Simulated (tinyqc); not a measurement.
Comparisons within one model: Lorentz oscillators and the Kramers-Kronig relations. A value that a table varies takes the place of the one given here.

eps(E) = 1 + sum_j S_j/(E0_j^2 - E^2 - i G_j E).

Kramers-Kronig: eps1(E) = 1 + (2/pi) P integral_0^infinity E1 eps2(E1)/(E1^2 - E^2) dE1. Maclaurin rule on the grid E_j = j h, j = 1 .. M: eps1(E_i) = 1 + (4 h/pi) sum over j with j - i odd of E_j eps2(E_j)/(E_j^2 - E_i^2); nothing is added above E_M.

n + i k = sqrt(eps1 + i eps2) with k >= 0; R = ((n - 1)^2 + k^2)/((n + 1)^2 + k^2) at normal incidence from vacuum; alpha = 2 E k/(hbar c), times 1e8 for 1/cm; loss function Im(-1/eps) = eps2/(eps1^2 + eps2^2).

Constants: hbar c = 1973.269805 eV angstrom.

Inputs chosen for the exercise: E0 = (12.03, 14.65) eV (resonances); G = (0.99, 3.73) eV (widths); S = (30, 88.7) eV^2 (strengths); h = 1 eV (grid step); M = 30 (grid points E_j = j h); E_t = 3.3 eV (energy below the first line); E = 14.46 eV (photon energy).

## Numerical transform against the formula

Every third grid point is listed; the error is the transform minus the formula.

Dielectric function:
```
E (eV)   eps2  eps1 formula  eps1 transform   error
2.00    0.018         1.634           1.555  -0.078
5.00    0.056         1.713           1.844   0.131
8.00    0.148         1.935           1.801  -0.133
11.00   0.828         2.839           3.415   0.575
14.00   1.654         0.992           1.167   0.174
17.00   0.613         0.104          -0.005  -0.109
20.00   0.175         0.471           0.505   0.034
23.00   0.076         0.660           0.614  -0.046
26.00   0.041         0.760           0.770   0.011
29.00   0.026         0.819           0.787  -0.032
```

The largest error listed is +0.575 at 11.00 eV. The rule samples every 2h = 2 eV and the narrowest line is 0.99 eV wide, so it is not resolved. The grid ends at 30 eV, where eps2 is still 0.022; the error at the last point listed, nearest the missing tail, is -0.032.

## How far the spectrum must be known

The integrals are done by adaptive quadrature and cut at E_cut. f-sum share: (2/pi) integral of E eps2 over sum S. Static share: (2/pi) integral of eps2/E over eps(0) - 1.

Cut integrals:
```
E_cut (eV)  eps1(E_t)  f-sum share  static share
11.7            1.187        0.125         0.284
16.1            1.571        0.683         0.865
22.0            1.644        0.873         0.978
29.3            1.654        0.921         0.993
44.0            1.657        0.953         0.998
73.2            1.658        0.973         1.000
```

eps1(E_t) from the formula = 1.658

Cut at 16.1 eV, just above the last line, eps1(E_t) lacks 0.087; cut at 73.2 eV it lacks 0.000. At 22 eV the static sum has reached 0.978 and the f-sum only 0.873: the f-sum weights eps2 by E and the static sum by 1/E, so the f-sum needs the far tail.

## Optical constants across the spectrum

Spectrum:
```
E (eV)   eps1   eps2      n      k      R   loss
2.20    1.637  0.020  1.279  0.008  0.015  0.007
5.19    1.722  0.059  1.312  0.023  0.018  0.020
8.19    1.959  0.159  1.401  0.057  0.028  0.041
11.19   2.978  1.041  1.751  0.297  0.085  0.105
14.18   0.902  1.699  1.189  0.715  0.103  0.459
17.18   0.129  0.559  0.593  0.472  0.141  1.699
20.18   0.487  0.165  0.707  0.116  0.034  0.624
23.17   0.667  0.073  0.818  0.045  0.011  0.163
26.17   0.764  0.040  0.874  0.023  0.005  0.069
29.17   0.822  0.025  0.907  0.014  0.002  0.037
32.16   0.860  0.017  0.928  0.009  0.001  0.023
35.16   0.887  0.012  0.942  0.006  0.001  0.015
```

Among the energies listed the largest values are at (eV): eps2 14.18; n 11.19; k 14.18; R 17.18; loss 17.18. eps1 never crosses zero, so there is no plasmon zero.

## What each oscillator parameter does

At the energy E. Each row changes one parameter from the base and keeps the others.

Results:
```
case                      eps1   eps2      n      k      R
base                     0.723  1.726  1.139  0.758  0.115
E0 = (12.03, 15.383) eV  1.222  1.403  1.242  0.565  0.071
G = (0.99, 5.595) eV     0.631  1.190  0.994  0.598  0.083
S = (30, 106.44) eV^2    0.756  2.052  1.213  0.846  0.136
E = 15.183 eV            0.253  1.511  0.945  0.800  0.145
```

The largest shifts from the base row, up to three for each result and ties (the steps differ in size, so this ranks the rows, not the parameters). eps1: E0 +0.499, E -0.470, G -0.092. eps2: G -0.536, S +0.325, E0 -0.323. n: E -0.194, G -0.145, E0 +0.103. k: E0 -0.193, G -0.159, S +0.088. R: E0 -0.045, G -0.033, E +0.030.

tinyqc: `OMP_NUM_THREADS=1 python tinyqc.py 1680970 1680971 out.jsonl`; about 0.1 s, one thread, shared Intel(R) Xeon(R) Processor @ 2.30GHz.
